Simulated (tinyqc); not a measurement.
Inside a calculation. Model: quasi-harmonic thermal expansion with mode Grueneisen parameters. Computed by tinyqc, a small Python program that keeps every step. Command: `OMP_NUM_THREADS=1 python tinyqc.py 3029359 3029360 out.jsonl qha walk`. One thread of a shared host (Intel(R) Xeon(R) Processor @ 2.30GHz), about 0.03 s of CPU time with the checks. Intermediate numbers are printed to about 6 digits and carried at full precision; extremes and crossings named in words are read from the listed rows.

A crystal with two atoms a cell; per atom there are 1 transverse acoustic (TA), 1/2 longitudinal acoustic (LA) and 3/2 optical (O) modes. Every frequency of group i scales as nu_i (V/V0)^(-gamma_i). The acoustic groups have Debye spectra, density 3 nu^2/nu_i^3 up to nu_i (40 Gauss-Legendre points); the optical group has one frequency. Static energy: E = (9 V0 B0/16) [y^3 B' + y^2 (2 - 4 y)], y = (V0/V)^(2/3) - 1, with pressure P_s = (3 B0/2) (z^7 - z^5) [1 + (3/4)(B' - 4)(z^2 - 1)], z = (V0/V)^(1/3).

Inputs (values chosen for the exercise, modelled on zinc selenide): static volume V0 = 22.8 angstrom^3/atom; static bulk modulus B0 = 59.7 GPa; static B' = 4.73; frequency nu_TA = 1.96 THz; frequency nu_LA = 4.77 THz; frequency nu_O = 6.52 THz; Grueneisen parameter gamma_TA = -1.3; Grueneisen parameter gamma_LA = 1.2; Grueneisen parameter gamma_O = 1.4; temperature T = 500 K; step factor f = 0.6.

Acoustic groups: Debye.

Constants: h x 1 THz = 4.135667696 meV; k_B = 8.617333262e-05 eV/K; 1 eV/angstrom^3 = 160.2176634 GPa.

## Mode groups at the static volume

For a mode with x = h nu/(k_B T), n = 1/(exp(x) - 1): U = h nu (n + 1/2), C/k_B = x^2 n (n + 1); U_i and C_i sum these over group i with its weight per atom. Phonon pressure P_ph = sum_i gamma_i U_i/V.

Groups:
```
group  h nu_i/(k_B T)  U_i (meV)  C_i (k_B)  gamma_i C_i (k_B)
TA           0.188130    43.1629   0.998233           -1.29770
LA           0.457848    21.7686   0.494798           0.593758
O            0.625821    66.7257    1.45199            2.03278
```

phonon pressure at V0 = 0.445704 GPa

## Grueneisen's estimate

gamma_th = sum gamma_i C_i / sum C_i; volume expansion coefficient alpha_V = gamma_th C k_B/(B0 V0); linear coefficient alpha_V/3; first-order volume change P_ph/B0.

heat capacity C at V0 = 2.94502 k_B/atom

gamma_th at V0 = 0.451216

linear expansion, Grueneisen estimate = 4.49288 ppm/K

first-order volume change = 0.746573 %

The negative gamma_TA is outweighed by the other groups at this T.

## Equilibrium volume by iteration

Start at V0 and step V(new) = V [1 + f (P_s + P_ph)/B0]; stop when |P_s + P_ph| < 1e-8 GPa, after 60 steps, or when V leaves 0.7 to 1.3 V0.

Iterations:
```
step  V (angstrom^3)  P_s + P_ph (GPa)
0            22.8000       4.45704e-01
1            22.9021       1.79415e-01
2            22.9434       7.36573e-02
3            22.9604       3.04769e-02
4            22.9674       1.26507e-02
5            22.9704       5.25813e-03
6            22.9716       2.18668e-03
7            22.9721       9.09574e-04
8            22.9723       3.78383e-04
...              ...               ...
13           22.9724       4.71550e-06
14           22.9724       1.96178e-06
15           22.9724       8.16157e-07
16           22.9724       3.39545e-07
17           22.9724       1.41260e-07
18           22.9724       5.87683e-08
19           22.9724       2.44493e-08
20           22.9724       1.01716e-08
21           22.9724       4.23168e-09
```

converged (1 yes, 0 no) = 1

volume V(T) = 22.9724 angstrom^3/atom

Converged at step 21; the volume lies +0.756 % from V0.

## Properties at the equilibrium volume

B_T = -V d(P_s + P_ph)/dV at fixed T (central difference, step 1e-4 V); alpha_V = sum gamma_i C_i k_B/(B_T V), all at V(T); the linear coefficient is alpha_L = alpha_V/3. C_P - C_V = alpha_V^2 B_T V T; the optical frequency is nu_O (V/V0)^(-gamma_O).

volume change from V0 = 0.756329 %

isothermal bulk modulus B_T = 58.1052 GPa

linear expansion coefficient = 4.58683 ppm/K

C_V = 2.94606 k_B/atom

C_P - C_V = 0.00915329 k_B/atom

optical frequency at V(T) = 6.45158 THz

B_T lies -2.67 % from the static B0, and the Grueneisen estimate at V0 differs from this expansion coefficient by -2.0 %.

## Zero-point expansion

At T = 0, U_i is the zero-point energy (h nu/2 a mode); solve P_s + P_ph = 0.

volume at T = 0 = 22.8773 angstrom^3/atom

zero-point volume change = 0.339134 %

## Expansion against temperature

V(T) solves P_s + P_ph = 0. The Grueneisen estimate uses C_i, V0 and B0 at the static volume; gamma_th = sum gamma_i C_i / sum C_i is taken at V(T).

Quasi-harmonic results:
```
T (K)  V/V0 - 1 (%)  B_T (GPa)  alpha_L (ppm/K)  alpha_L, Grueneisen estimate  gamma_th
20          0.33578    59.3015         -1.66954                      -1.67676  -1.14789
40          0.32157    59.3175         -2.61257                      -2.62009  -0.80835
70          0.30369    59.3203         -1.08604                      -1.10733  -0.20269
100         0.30246    59.2785          0.72943                       0.70245   0.10458
150         0.32870    59.1610          2.53480                       2.50235   0.29970
220         0.39537    58.9632          3.62545                       3.58270   0.38832
300         0.48986    58.7229          4.14366                       4.08701   0.42450
450         0.68750    58.2606          4.52223                       4.43776   0.44800
700         1.03928    57.4812          4.74205                       4.60958   0.45903
1000        1.47749    56.5434          4.86416                       4.67247   0.46297
```

alpha_L is negative up to 70 K among these rows and changes sign before 100 K, once the LA and optical groups take up heat. gamma_th moves from -1.15, near gamma_TA = -1.3, to 0.46, near the average over all modes, 0.47, as the stiffer groups take up their share of C. B_T changes by -4.7 % over the table, and at the highest T the estimate at fixed V0 and B0 is off by -3.9 %.

Checks made by the program: zero of the pressure against the minimum of F(V) = E + F_ph (relative difference 2e-09); alpha against the slope of V(T) (relative difference 6e-08).
